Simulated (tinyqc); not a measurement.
MOS inversion layer, Poisson-Schroedinger loop: two steps of the calculation.

Electrons confined at an insulator interface at z = 0, treated as a hard wall; parabolic valleys, Hartree approximation, no image or exchange terms. The depletion charge lies far deeper than the electrons and gives a uniform field q Nd/(eps0 eps_r); the gate balances all charge. Energies are counted from the band edge at the interface.

Parameters, values chosen for the exercise; masses and permittivity close to those of silicon (100):
- eps_r = 11.7 (relative permittivity)
- mz1 = 0.918 m0 (mass along z of valley set A (2 valley(s)))
- mz2 = 0.19 m0 (mass along z of valley set B (4 valley(s)))
- Ns = 7.9e11 cm^-2 (sheet density of electrons)
- Nd = 2.2e11 cm^-2 (sheet density of depletion charge)
- dE = 0 eV (extra shift of set B (strain))
- hz = 2.9 nm (mesh step)

Constants: q = 1.602176634e-19 C, hbar = 1.054571817e-34 J s, m0 = 9.1093837015e-31 kg, eps0 = 8.8541878128e-14 F/cm where lengths are in cm, hbar^2/(2 m0) = 0.0380998212 eV nm^2. Results are converted to the units shown.

Question 1. Levels and probability densities. Tridiagonal Hamiltonian with psi = 0 one step beyond both ends: H_ii = C (1/m_(i-1/2) + 1/m_(i+1/2))/hz^2 + V0_i + U_i (+ dE for the set B), H_(i,i+1) = -C/(m_(i+1/2) hz^2), C = hbar^2/(2 m0). The lowest 2 level(s) of each valley set are kept, normalised to hz sum |psi|^2 = 1. The mass is the same on all intervals.

```
node,fixed potential V0 (eV),self-consistent potential U at the start (eV)
1,0.00986726,0
2,0.01973452,0
3,0.02960177,0
4,0.03946903,0
5,0.04933629,0
6,0.05920355,0
7,0.06907081,0
8,0.07893806,0
9,0.08880532,0
10,0.09867258,0
11,0.10853984,0
12,0.11840710,0
13,0.12827435,0
14,0.13814161,0
```

Find: levels; |psi|^2 of A1; |psi|^2 of A2; |psi|^2 of B1; |psi|^2 of B2.

Answer 1.

levels (eV): A1 0.01751, A2 0.02937, B1 0.03029, B2 0.05191

```
node,|psi|^2 of A1 (1/nm),|psi|^2 of A2 (1/nm),|psi|^2 of B1 (1/nm),|psi|^2 of B2 (1/nm)
1,0.2839,0.0567,0.1112,0.0862
2,0.0577,0.2160,0.1454,0.0048
3,0.0031,0.0675,0.0677,0.0617
4,0.0001,0.0045,0.0173,0.1115
5,0.0000,0.0001,0.0029,0.0602
6,0.0000,0.0000,0.0003,0.0170
7,0.0000,0.0000,0.0000,0.0030
8,0.0000,0.0000,0.0000,0.0004
9,0.0000,0.0000,0.0000,0.0000
10,0.0000,0.0000,0.0000,0.0000
11,0.0000,0.0000,0.0000,0.0000
12,0.0000,0.0000,0.0000,0.0000
13,0.0000,0.0000,0.0000,0.0000
14,0.0000,0.0000,0.0000,0.0000
```

Question 2. Closed-form estimates. Triangular well: E_k = a_k (C F^2/mz)^(1/3), a_1 = 2.338107, a_2 = 4.087949, C = hbar^2/(2 m0), F in eV/nm. Fang-Howard (all electrons in the lowest level of set A): b^3 = 6 (mz1/C) q (Nd + 11 Ns/32)/(eps0 eps_r), centroid 3/b, level C b^2/(4 mz1) + (3/b) q (Nd + 11 Ns/16)/(eps0 eps_r). Use F = q (Nd + Ns)/(eps0 eps_r), the surface field, and F = q (Nd + Ns/2)/(eps0 eps_r).

Find: A1 with the surface field; A1 with Nd + Ns/2; A2 with Nd + Ns/2; b; Fang-Howard centroid; Fang-Howard level.

Answer 2.

A1 with the surface field = 0.05059 eV
A1 with Nd + Ns/2 = 0.03634 eV
A2 with Nd + Ns/2 = 0.06354 eV
b = 1.032 1/nm
Fang-Howard centroid = 2.907 nm
Fang-Howard level = 0.04536 eV

tinyqc, about 1 s, one thread, Intel Xeon 2.30GHz (shared host): `OMP_NUM_THREADS=1 python tinyqc.py 2160126 2160127 out.jsonl`
